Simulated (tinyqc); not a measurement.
## Fermi velocity from one capacitance

Problem. At zero temperature and without traps graphene has Cq = 2 q^3 phi/(pi hbar^2 vF^2), charge Cq phi/2, 1/C_G = 1/Cox + 1/Cq and Vg = phi + Cq phi/(2 Cox). Find Cq, phi, vF and n.

Constants: q = 1.602176634e-19 C, hbar = 1.054571817e-34 J s. Results are converted to the units shown.

Vg = 2.3646410 V
C_G = 0.72208016 uF/cm^2
Cox = 0.78480301 uF/cm^2

Answer. The series relation gives Cq, the voltage relation phi = Vg/(1 + Cq/(2 Cox)), and the formula for Cq then vF.

Cq = 9.03 uF/cm^2
phi = 0.350 V
vF = 9.55e5 m/s
n = 9.87e12 cm^-2

Numbers from tinyqc (`OMP_NUM_THREADS=1 python tinyqc.py 2200014 2200015 out.jsonl`; about 0.01 s on one thread of a shared Intel Xeon 2.30GHz).
